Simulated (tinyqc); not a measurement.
Cabrera-Mott growth of a thin oxide under its own electric field. Inputs raised by 10 %, one at a time. Computed by tinyqc, a small Python program. Command: `OMP_NUM_THREADS=1 python tinyqc.py 3004355 3004356 out.jsonl cabrera sens`. One thread of a shared host (Intel(R) Xeon(R) Processor @ 2.30GHz), about 0.04 s of CPU time with the checks.

Electrons cross the film freely and set a fixed potential V across it; the field V/x lowers the barrier for ions entering the oxide.

Inputs (values chosen for the exercise, for a model metal):
```
quantity                     value        unit
barrier W                     1.35          eV
Mott potential V              0.47           V
ion charge number z              1           -
half jump distance b           1.1    angstrom
prefactor u0 = N Omega nu  4.2e+13  angstrom/s
temperature T                  450           K
starting thickness x0          2.9    angstrom
time t                         850           s
```

Backward hops: ignored.

Constants: k_B = 8.617333262e-05 eV/K.

Method:
- u = u0 exp(-W/(k_B T)), X1 = z b V/(k_B T) with V in volts and k_B T in eV; dx/dt = u exp(X1/x).
- t(x) = int_(x0)^x dx / (dx/dt) by Gauss-Legendre quadrature (80 points on each side of (x0 + 2 x)/3), solved for x.
- Growth counts as stopped when u exp(X1/x) falls to 1e-5 angstrom/s: x_L = X1/ln(1e-5/u), defined while u is below that rate; the critical temperature is T_c = W/(k_B ln(u0/1e-5)).

Runs; columns: (1) input moved; (2) from; (3) to; (4) thickness x (angstrom); (5) rate at time t (angstrom/s); (6) field at time t (MV/cm); (7) critical temperature T_c (K):
```
(1)                                         (2)       (3)     (4)      (5)     (6)     (7)
base run                                      -         -   52.71  0.04109  0.8917  365.33
barrier W (eV)                             1.35     1.485    9.68  0.00389  4.8533  401.87
Mott potential V (V)                       0.47     0.517   54.46  0.04177  0.9494  365.33
half jump distance b (angstrom)             1.1      1.21   54.46  0.04177  0.8631  365.33
prefactor u0 = N Omega nu (angstrom/s)  4.2e+13  4.62e+13   56.17  0.04450  0.8367  364.52
temperature T (K)                           450       495  696.76  0.76905  0.0675  365.33
time t (s)                                  850       935   56.17  0.04046  0.8367  365.33
```

Exponents ln(y'/y) / ln(x'/x):
```
input                      thickness x  rate at time t  field at time t  critical temperature T_c
barrier W                      -17.777         -24.736           17.777                     1.000
Mott potential V                 0.342           0.172            0.658                     0.000
half jump distance b             0.342           0.172           -0.342                     0.000
prefactor u0 = N Omega nu        0.668           0.836           -0.668                    -0.023
temperature T                   27.087          30.735          -27.087                     0.000
time t                           0.668          -0.164           -0.668                     0.000
```

Which inputs matter most for each result?

Among the inputs moved here: thickness x answers most in size to temperature T (exponent +27.087), next to barrier W (-17.777). Rate at time t answers most in size to temperature T (exponent +30.735), next to barrier W (-24.736). Field at time t answers most in size to temperature T (exponent -27.087), next to barrier W (+17.777). Critical temperature T_c answers most in size to barrier W (exponent +1.000), next to prefactor u0 = N Omega nu (-0.023); its exponent is below 0.0005 for Mott potential V, half jump distance b, temperature T, time t.

Caution (all rows): the starting field or rate is formal: the first layers form as fast as oxygen arrives. Caution (all rows): X1/x is small, so backward hops, left out here, would cut the rate. Caution (rows temperature T): electrons tunnel only through a few nanometres, so beyond about 10 nm a fixed Mott potential is doubtful.
